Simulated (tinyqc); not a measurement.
What moves the results: quasiparticle equation with a plasmon-pole self-energy for two band edges. A value that a table varies takes the place of the one given here.

For each edge E = e + X + Sc(E), with the correlation part Sc(E) = A[0]/(E - a + w) + A[1]/(E - b - w); a and b are the valence and conduction energies that enter the Green function (a = ev, b = ec in the one-shot scheme). Z = 1/(1 - dSc/dE), dSc/dE = -A[0]/(E - a + w)^2 - A[1]/(E - b - w)^2.

Values chosen for the exercise (scales of the order of those of HfO2; the results hold for these values, not for the real material):
```
symbol  value         unit  meaning
ev      0             eV    mean-field valence top
ec      4.19          eV    mean-field conduction edge
w       13.8          eV    pole energy
Av      (22.9, 13.8)  eV^2  weights of the valence state on the hole and electron poles
Ac      (9.8, 22.5)   eV^2  the same for the conduction state
Xv      -1.86         eV    exchange minus the mean-field potential, valence
Xc      1.98          eV    the same, conduction
```

## Schemes compared

Z = 1; linearised; exact one-shot; energies updated in G (a, b); updated in G and W, where w grows by half of the opening of the gap (a rule chosen for the exercise).

Results (eV):
```
scheme,Ev,Ec,gap,opening
mean field,0.000,4.190,4.190,0.000
Z = 1,-0.968,5.084,6.052,1.862
linearised,-0.832,4.969,5.801,1.611
"one-shot, exact",-0.828,4.965,5.793,1.603
update G,-0.900,5.036,5.936,1.746
update G and W,-0.970,5.115,6.084,1.894
```

The openings run from 1.603 (one-shot, exact) to 1.894 eV (update G and W). Linearising moves the gap by 8 meV, updating G +143 meV and updating W a further +148 meV: once Z is kept, the level of self-consistency matters more than linearising.

## The starting point

The mean-field gap is opened by d (ev lowered by d/2, ec raised by d/2) and X is changed by the opposite amounts, so that e + X stays; one-shot and G-updated gaps.

Gaps (eV):
```
d,start,one-shot,update G
0.0,4.190,5.7928,5.9359
0.2,4.390,5.8100,5.9359
0.4,4.590,5.8270,5.9359
0.6,4.790,5.8437,5.9359
0.9,5.090,5.8684,5.9359
1.2,5.390,5.8927,5.9359
1.6,5.790,5.9243,5.9359
```

The one-shot gap moves by a fraction 0.08 of any change of the starting gap, while the updated gap, 5.9359 eV, does not depend on it. The two agree where the start already equals the result, near d = 1.75 eV. A real change of starting point alters the orbitals and the screening too; this model holds both fixed.

## What each parameter does

Exact one-shot edges and Z of the valence state there. Each row changes one parameter from the base and keeps the others.

Results:
```
case,Ev (eV),Ec (eV),gap (eV),Z
base,-0.8280,4.9648,5.7928,0.8510
w = 14.49 eV,-0.8825,5.0245,5.9070,0.8623
Xv = -1.96 eV,-0.9130,4.9648,5.8779,0.8500
Xc = 2.08 eV,-0.8280,5.0509,5.8789,0.8510
ec = 4.29 eV,-0.8247,5.0624,5.8871,0.8514
"Av = (24.04, 13.8) eV^2",-0.7536,4.9648,5.7184,0.8471
"Ac = (9.8, 23.62) eV^2",-0.8280,4.8911,5.7191,0.8510
```

The largest shifts from the base row, up to three for each result and ties (the steps differ in size, so this ranks the rows, not the parameters). Ev (eV): Xv -0.0850, Av +0.0744, w -0.0545; unchanged at the printed digits by Xc and Ac. Ec (eV): ec +0.0976, Xc +0.0861, Ac -0.0737; unchanged at the printed digits by Xv and Av. gap (eV): w +0.1142, ec +0.0943, Xc +0.0861. Z: w +0.0112, Av -0.0039, Xv -0.0011; unchanged at the printed digits by Xc and Ac.

(tinyqc, `OMP_NUM_THREADS=1 python tinyqc.py 1880060 1880061 out.jsonl`, Intel(R) Xeon(R) Processor @ 2.30GHz, 1 thread, shared host, about 0.02 s.)
